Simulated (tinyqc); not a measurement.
Hubbard chain of 2 sites, step by step. Computed by tinyqc, a small Python program that keeps every step. Settings: hopping = 1.05, U = 7.6, mixing = 0.2, iteration cap = 67. Command: `OMP_NUM_THREADS=1 python tinyqc.py 26146 26147 out.jsonl` (the two numbers bound the seeds that draw the settings). One thread of a shared host (Intel(R) Xeon(R) Processor @ 2.60GHz), about 0.3 s of CPU time with the checks. Later iterations appear only in the table of the cycle.

## Mean-field iteration 1

one-body matrix (hopping and site energies) (eV):
```
           1          2
1   0.000000  -1.050000
2  -1.050000   0.000000
```

U = 7.600000 eV

electrons, up and down: 1  1

mixing = 0.200000

n(up) at the start (a guess, not normalised): 1 0.550000, 2 0.450000

n(down) at the start (a guess): 1 0.450000, 2 0.550000

H(up) = T + U n(down), H(down) = T + U n(up); fill the lowest levels; n(new) = n + mixing (n(out) - n); E = tr T (rho up + rho down) + U sum n_up n_down of the output.

levels, up (eV): 2.683353  4.916647

levels, down (eV): 2.683353  4.916647

energy = 1.385271 eV

n(up) after iteration 1: 1 0.574030, 2 0.425970

n(down) after iteration 1: 1 0.425970, 2 0.574030

## Mean-field iteration 2

As before.

levels, up (eV): 2.608759  4.991241

levels, down (eV): 2.608759  4.991241

energy = 1.101307 eV

n(up) after iteration 2: 1 0.606455, 2 0.393545

n(down) after iteration 2: 1 0.393545, 2 0.606455

## Convergence

Each step fills the lowest levels of T + U n(other spin) and sets n(new) = n + mixing (n(out) - n); stop when output and input agree to 1e-8.

Course of the cycle:
```
iteration       E (eV)  largest |n(out) - n(in)|  mean |n_up - n_down|
1           1.38527058                  1.20e-01              0.340305
2           1.10130712                  1.62e-01              0.472307
3           0.72089547                  1.99e-01              0.610358
4           0.35026518                  2.17e-01              0.726814
5           0.08100069                  2.14e-01              0.808255
6          -0.08123317                  1.97e-01              0.859712
7          -0.17169294                  1.74e-01              0.891581
8          -0.22155658                  1.49e-01              0.911792
9          -0.24949788                  1.26e-01              0.925100
10         -0.26554363                  1.05e-01              0.934198
11         -0.27498681                  8.75e-02              0.940625
...                ...                       ...                   ...
57         -0.29013158                  7.76e-06              0.961066
58         -0.29013158                  6.33e-06              0.961066
59         -0.29013158                  5.16e-06              0.961066
60         -0.29013158                  4.20e-06              0.961066
61         -0.29013158                  3.43e-06              0.961066
62         -0.29013158                  2.79e-06              0.961066
63         -0.29013158                  2.28e-06              0.961067
64         -0.29013158                  1.86e-06              0.961067
65         -0.29013158                  1.51e-06              0.961067
66         -0.29013158                  1.23e-06              0.961067
67         -0.29013158                  1.01e-06              0.961067
```

Not converged within 67 iterations: the residual falls steadily but slowly, by a factor of about 0.82 a step. The lowest mean-field energy found from random starts is -0.29013 eV. Reruns (cap 100 unless said): mixing 0.5: converged in 31 (E = -0.29013); mixing 0.9: converged in 13 (E = -0.29013); the original settings with a cap of 400: converged in 90 (E = -0.29013).

## The many-body Hamiltonian

Basis: all placements (u, d, 2, 0 on each site), up operators ordered before down ones; hops carry the sign of the same-spin electrons passed.

H (eV), lower triangle:
```
           20         ud         du        02
20   7.600000
ud  -1.050000   0.000000
du  -1.050000   0.000000   0.000000
02   0.000000  -1.050000  -1.050000  7.600000
```

## Exact diagonalisation (4 states)

Lowest levels of the sector, and the double occupancy of the lowest state.

lowest levels (eV): -0.541659  0.000000  7.600000  8.141659

double occupancy per site = 0.031190
